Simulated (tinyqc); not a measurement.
What each parameter does: shallow donor in an anisotropic valley (effective-mass theory).

One valley: H = -c [(d2/dx2 + d2/dy2)/mt + (d2/dz2)/ml] - q/(eps r), c = hbar^2/2m0, q = e^2/(4 pi eps0). Trial function exp(-sqrt((x^2 + y^2)/a^2 + z^2/b^2)) with a > b: T = (c/3)(2/(mt a^2) + 1/(ml b^2)), V = -(q/eps) atan(u/b)/u, u = sqrt(a^2 - b^2). The central cell of the impurity is left out.

Constants: hbar^2/2m0 = 3.80998211 eV angstrom^2; e^2/(4 pi eps0) = 14.39964547 eV angstrom.

Inputs chosen for the exercise (out of a larger set: near those of Ge; not measured data):
- ml = 1.632 m0 (longitudinal mass)
- mt = 0.082 m0 (transverse mass)
- eps = 15.1 (dielectric constant)

The minimum of the trial energy.

One parameter was then changed.

Results before and after:

| case | E (meV) | a (angstrom) | b (angstrom) | b/a |
|---|---|---|---|---|
| base | -10.22 | 60.40 | 21.23 | 0.352 |
| changed | -8.45 | 66.40 | 23.34 | 0.352 |

Which of these changes was made? (a) mt = 0.074 m0; (b) ml = 2.04 m0; (c) eps = 16.6.
Answer: (c) eps = 16.6. Of the candidates, run in turn, only this one gives the changed row.

All candidates:

| case | E (meV) | a (angstrom) | b (angstrom) | b/a |
|---|---|---|---|---|
| base | -10.22 | 60.40 | 21.23 | 0.352 |
| ml = 2.04 m0 | -10.60 | 58.97 | 19.20 | 0.326 |
| mt = 0.074 m0 | -9.38 | 66.18 | 22.46 | 0.339 |
| eps = 16.6 | -8.45 | 66.40 | 23.34 | 0.352 |

eps only rescales the solution (E as 1/eps^2, lengths as eps), so b/a depends on ml/mt alone.

tinyqc: `OMP_NUM_THREADS=1 python tinyqc.py 1251836 1251837 out.jsonl`; about 0.01 s, one thread, shared Intel(R) Xeon(R) Processor @ 2.30GHz.
